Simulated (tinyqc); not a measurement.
# Frequency dispersion of an accumulation capacitance by border traps, distributed model: effects of single changes

Traps spread evenly through the insulator exchange electrons with the semiconductor by tunnelling, with tau(x) = t0 exp(2 ka x) at depth x from the interface. The admittance per area Y seen at depth x obeys dY/dx = -Y^2/(i w eps0 eox) + q Nb ln(1 + i w tau)/tau, with Y(0) = i w Cs and w = 2 pi f; the gate sees Y(tox) = G + i w C. Working variable y = Y/(i w), in uF/cm^2. Cox = eps0 eox/tox.

Values chosen for this exercise; permittivity close to that of silicon dioxide:

| symbol | value | unit | meaning |
|---|---|---|---|
| eox | 4.09 |  | relative permittivity of the insulator |
| tox | 5.9 | nm | insulator thickness |
| Cs | 2.8 | uF/cm^2 | semiconductor capacitance in accumulation |
| Nb | 2.5e19 | cm^-3 eV^-1 | density of border traps |
| ka | 5.9 | 1/nm | decay constant of the wave function in the insulator |
| t0 | 7e-9 | s | time constant of a trap at the interface |
| f | 1e5 | Hz | frequency |

Constants: q = 1.602176634e-19 C, eps0 = 8.8541878128e-14 F/cm where lengths are in cm. Results are converted to the units shown.

Each table varies one quantity; the others keep the values above.

## Capacitance and loss against frequency

Cox; trap-free value 1/(1/Cox + 1/Cs); response depth d = ln(1/(w t0))/(2 ka), where w tau = 1; lumped estimate: all traps within d act as C_bt = q Nb d placed at d/2, so C = 1/{1/[1/(1/Cs + d/(2 eps0 eox)) + C_bt] + (tox - d/2)/(eps0 eox)}. C and G from a fine integration; dispersion -d C/d log10 f over C, from f times and over 1.1. For a broad spread of time constants G/w is close to -(pi/2) dC/d ln w.

The same in every row: trap-free C (uF/cm^2) = 0.5034.

Capacitance and loss against frequency:

| f (Hz) | d (nm) | C (uF/cm^2) | G/w (uF/cm^2) | dispersion (% a decade) | -(pi/2) dC/d ln w (uF/cm^2) | lumped C (uF/cm^2) |
|---|---|---|---|---|---|---|
| 10 | 1.240 | 0.5385 | 0.005494 | 1.494 | 0.005490 | 0.5329 |
| 100 | 1.045 | 0.5309 | 0.004862 | 1.341 | 0.004858 | 0.5265 |
| 1000 | 0.8501 | 0.5242 | 0.004256 | 1.189 | 0.004252 | 0.5207 |
| 10000 | 0.6550 | 0.5184 | 0.003676 | 1.038 | 0.003672 | 0.5156 |
| 1e5 | 0.4599 | 0.5134 | 0.003121 | 0.8904 | 0.003119 | 0.5112 |
| 1e6 | 0.2647 | 0.5093 | 0.002580 | 0.7469 | 0.002595 | 0.5075 |
| 1e7 | 0.06961 | 0.5058 | 0.001911 | 0.5857 | 0.002021 | 0.5044 |

C falls from 0.5385 to 0.5058 uF/cm^2, towards the trap-free 0.5034; each decade of frequency removes ln 10/(2 ka) = 0.195 nm from the response depth. The dispersion falls from 1.49 to 0.586 % a decade and G/w falls from 0.00549 to 0.00191 uF/cm^2. G/w lies between 0.946 and 1.00 times -(pi/2) dC/d ln w, the relation for a broad spread of time constants.

## Effect of the semiconductor capacitance in accumulation

Same model as above.

The same in every row: d (nm) = 0.4599.

Result of one run:

| Cs (uF/cm^2) | C (uF/cm^2) | G/w (uF/cm^2) | dispersion (% a decade) | -(pi/2) dC/d ln w (uF/cm^2) | lumped C (uF/cm^2) | trap-free C (uF/cm^2) |
|---|---|---|---|---|---|---|
| 0.75 | 0.3808 | 0.01021 | 3.930 | 0.01021 | 0.3736 | 0.3375 |

What becomes of these results when the semiconductor capacitance in accumulation Cs is changed from 0.75 to 0.39 uF/cm^2, all else the same?

Result of the changed run:

| Cs (uF/cm^2) | C (uF/cm^2) | G/w (uF/cm^2) | dispersion (% a decade) | -(pi/2) dC/d ln w (uF/cm^2) | lumped C (uF/cm^2) | trap-free C (uF/cm^2) |
|---|---|---|---|---|---|---|
| 0.39 | 0.3109 | 0.01561 | 7.348 | 0.01559 | 0.2997 | 0.2385 |

The whole series:

| Cs (uF/cm^2) | C (uF/cm^2) | G/w (uF/cm^2) | dispersion (% a decade) | -(pi/2) dC/d ln w (uF/cm^2) | lumped C (uF/cm^2) | trap-free C (uF/cm^2) |
|---|---|---|---|---|---|---|
| 0.2 | 0.2540 | 0.02086 | 12.00 | 0.02079 | 0.2389 | 0.1508 |
| 0.39 | 0.3109 | 0.01561 | 7.348 | 0.01559 | 0.2997 | 0.2385 |
| 0.75 | 0.3808 | 0.01021 | 3.930 | 0.01021 | 0.3736 | 0.3375 |
| 1.4 | 0.4495 | 0.006026 | 1.966 | 0.006029 | 0.4452 | 0.4267 |
| 2.8 | 0.5134 | 0.003121 | 0.8904 | 0.003119 | 0.5112 | 0.5034 |
| 5.4 | 0.5557 | 0.001726 | 0.4532 | 0.001718 | 0.5545 | 0.5511 |
| 10 | 0.5807 | 0.001099 | 0.2744 | 0.001087 | 0.5799 | 0.5783 |
| 20 | 0.5970 | 7.698e-4 | 0.1856 | 7.557e-4 | 0.5963 | 0.5955 |

As Cs goes from 0.2 to 20, C rises from 0.254 to 0.597 uF/cm^2, the dispersion falls from 12.0 to 0.186 % a decade and G/w falls from 0.0209 to 7.70e-4 uF/cm^2. The lumped estimate is 6.0 % below C in the first row and 0.10 % below it in the last. The same traps disperse C more when Cs is small, since they then add to the weaker series term.

Computed by the program tinyqc: `OMP_NUM_THREADS=1 python tinyqc.py 2202195 2202196 out.jsonl`, one thread of a shared Intel Xeon 2.30GHz, about 0.5 s for the whole run.
